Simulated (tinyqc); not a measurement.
AlGaN/GaN HEMT with access regions, lumped model: two steps of the calculation.

A polarisation-induced electron sheet under a Schottky gate, in series with two ungated access regions and contacts. Drift law v = mu E/(1 + mu E/vs) under the gate. Currents in mA/mm, resistances in ohm mm. No self-heating, no channel-length modulation; fits for polarisation, barrier and offset are chosen for the exercise.

Inputs (values chosen for the exercise); values close to those of AlGaN/GaN structures:
- x = 0.18 (aluminium share of the barrier)
- d = 18 nm (barrier thickness)
- eps_r = 9.1 (relative permittivity of barrier and channel)
- mu = 1200 cm^2/(V s) (channel mobility)
- vs = 1.1e7 cm/s (saturation velocity)
- Lg = 0.5 um (gate length)
- Ls = 2 um (source access length)
- Ld = 4 um (drain access length)
- Rc = 0.29 ohm mm (resistance of each contact)
- ft = 0.2 (share of the drain-access electrons removed by traps)
- Vg = 0 V (gate voltage)
- Vd = 2 V (drain voltage)
- Ec = 3 MV/cm (critical field)
- te = 0.27 um (depth over which the depleted charge spreads)
- tf = 50 nm (insulator under the field plate)
- ei = 7 (relative permittivity of that insulator)

Constants: q = 1.602176634e-19 C, eps0 = 8.8541878128e-14 F/cm where lengths are in cm. Results are converted to the units shown.

Question 1. Drain current. Access resistance R(L, n) = L/(q mu n sqrt(1 - (I/(q n vs))^2)); Rs = Rc + R(Ls, n0), Rd = Rc + R(Ld, (1 - ft) n0). Vg' = Vg - I Rs, Vd' = Vd - I (Rs + Rd); with u = Vg' - VT, Vc = vs Lg/mu and w the smaller of Vd' and Vc [sqrt(1 + 2 u/Vc) - 1] (0 if negative), the channel gives (mu Cb/Lg)(u w - w^2/2)/(1 + w/Vc). I(new) = I + 0.2 (channel current - I).

I at the start = 240 mA/mm
VT = -2.5710191 V
Cb = 0.44762838 uF/cm^2
n0 = 7.1831103e12 cm^-2

Give: Rs; Rd; Vg'; Vd'; channel current; I after iteration 1.

Answer 1.

Rs = 1.7649 ohm mm
Rd = 4.0166 ohm mm
Vg' = -0.42359 V
Vd' = 0.61242 V
channel current = 518.53 mA/mm
I after iteration 1 = 295.71 mA/mm

Question 2. On-resistance and breakdown. sigma = (5e13 x + 1.6e13 x^2) cm^-2, phiB = 0.84 + 1.3 x, dEc = 0.7 (1.71 x + x^2) in volts, Cb = eps0 eps_r/d, VT = phiB - dEc - q sigma/Cb, access density n0 = -Cb VT/q. Ron = 2 Rc + Ls/(q mu n0) + Ld/(q mu (1 - ft) n0) + Lg/(mu Cb (Vg - VT)). Off state: a depleted stretch that holds the voltage V has the peak field sqrt(k V), k = 2 q n0/(eps0 eps_r te), so one edge holds V1 = Ec^2/k. The sheet under the plate pinches off at Vf = q n0 (1/Cb + tf/(eps0 ei)); beyond it the gate edge is screened. BV = V1 if Vf >= V1, else Vf + V1, and at most Ec Ld. Specific resistance Ron (Ls + Lg + Ld); figure of merit BV^2 over it.

Find: Ron; Vf; V1; BV; specific resistance; figure of merit.

Answer 2.

Ron = 6.011 ohm mm
Vf = 11.86 V
V1 = 85.06 V
BV = 96.92 V
specific resistance = 0.3907 mohm cm^2
figure of merit = 24.04 MW/cm^2

The plate raises BV by a factor of 1.14.

tinyqc, about 0.01 s, one thread, Intel Xeon 2.30GHz (shared host): `OMP_NUM_THREADS=1 python tinyqc.py 2570101 2570102 out.jsonl`
